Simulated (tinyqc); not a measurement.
# Off-state leakage of single and stacked transistors: subthreshold current against the height of the stack

n-channel devices of unit width. Subthreshold current I(Vg, Vs, Vd) = I0 (T/300 K)^0.5 exp[(Vg - Vs - VT(T) - gb (Vs - Vb) + dd (Vd - Vs))/(nf Vt)] (1 - exp(-(Vd - Vs)/Vt)), VT(T) = VT - cT (T - 300 K). Gate-edge tunnelling Ig (Vd/1 V) exp(ag (Vd - 1 V)), for a gate at 0 V, and band-to-band leakage Ab u exp(-Bb/u), u = Vd - Vb + 1 V, flow at a drain held at V; both are taken as independent of T. In a stack of off transistors (all gates at 0 V) the same subthreshold current passes through each.

All n gates at 0 V, bottom source at 0 V, top drain at V; node voltages follow from equal currents.

Inputs (values chosen for the exercise); values of the order met in bulk silicon logic transistors: temperature T = 378 K; supply voltage V = 0.7 V; threshold at 300 K, zero drain and body bias VT = 0.31 V; fall of the threshold with temperature cT = 0.9 mV/K; current at threshold at 300 K I0 = 0.52 uA/um; slope factor nf = 1.21; drain-induced lowering per volt dd = 0.1; rise of the threshold per volt of source-body bias gb = 0.09; body voltage Vb = 0 V.

Constants: q = 1.602176634e-19 C, kB = 1.380649e-23 J/K, Vt = kB T/q. Results are converted to the units shown.

Subthreshold current against the height of the stack:
```
n	I (nA/um)	reduction factor	drain voltage of the bottom device (mV)	source voltage of the top device (mV)	voltage across the top device (V)
1	7.8559	1.0000	700.00	0	0.70000
2	1.2990	6.0476	59.606	59.606	0.64039
3	0.69481	11.307	22.177	80.331	0.61967
4	0.47339	16.595	13.719	93.040	0.60696
5	0.35880	21.895	9.9422	102.22	0.59778
6	0.28882	27.200	7.7977	109.41	0.59059
```

The second transistor cuts the current by a factor of 6.05, the third by a further 1.87 and the sixth by 1.24. The top device keeps 84.4 % of the supply at n = 6, while the drain voltage of the bottom one falls to 0.239 Vt.

Program tinyqc, `OMP_NUM_THREADS=1 python tinyqc.py 2242243 2242244 out.jsonl`; Intel Xeon 2.30GHz, shared host, one thread, about 0.03 s.
